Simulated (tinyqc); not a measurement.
Tail absorption against field: Franz-Keldysh effect at a direct gap.

Parabolic bands, vertical transitions, no excitons. For each hole band j: mr = me mj/(me + mj); joint density of states J_j(E) = (mr/c)^(3/2) sqrt(E - Eg)/(2 pi^2), both spins, c = hbar^2/2m0; averaged matrix element |e.p|^2 = m0 Ep/6; alpha_j(E) = 4 pi^2 alpha_f c Ep J_j/(3 nr E) in 1/angstrom (alpha_f the fine-structure constant, listed as alpha among the constants), times 1e8 for 1/cm.

In a field Fd (1 kV/cm = 1e-5 V/angstrom) the electro-optic energy of band j is th = (c (e Fd)^2/mr)^(1/3), and sqrt(E - Eg) in J_j is replaced by pi sqrt(th) [Ai'(b)^2 - b Ai(b)^2] with b = (Eg - E)/th; Ai is the Airy function.

Constants: hbar^2/2m0 = 3.80998211 eV angstrom^2; fine-structure constant alpha = 0.007297352564.

Values chosen for the exercise (near those of InP; the results hold for these values, not for the real material): Eg = 1.357 eV (direct gap); me = 0.0787 m0 (electron mass); mhh = 0.575 m0 (heavy-hole mass); mlh = 0.0868 m0 (light-hole mass); Ep = 19.9 eV (Kane energy); nr = 3.44 (refractive index); det = 15 meV (detuning below the gap).

At E = Eg - det; the field takes the values listed. The last column is the length for 10 dB of loss.

Results:
```
Fd (kV/cm),th heavy (meV),b heavy,alpha (1/cm),length (micrometre)
10,8.20,1.830,7.98,2.89e+03
20,13.01,1.153,59.5,387
40,20.65,0.726,205,112
60,27.06,0.554,342,67.3
100,38.04,0.394,567,40.6
150,49.84,0.301,783,29.4
250,70.07,0.214,1.10e+03,20.9
400,95.85,0.156,1.44e+03,16.0
```

What does the comparison show, and why?

alpha grows by 1.6 decades from 10 to 60 kV/cm and by a factor 1.31 over the last step, where the field grows by 1.6: the exponent (4/3) b^(3/2) goes as 1/Fd, so the gain is steep only while b > 1 (deep in the tail the light-hole pair, with its smaller b, carries most of it), that is up to 20 kV/cm of those listed. Values below about 10 1/cm lie under the Urbach and exciton tails of a real crystal, left out here.

Program tinyqc; command `OMP_NUM_THREADS=1 python tinyqc.py 1651549 1651550 out.jsonl`; about 0.01 s on one thread of a shared Intel(R) Xeon(R) Processor @ 2.30GHz.
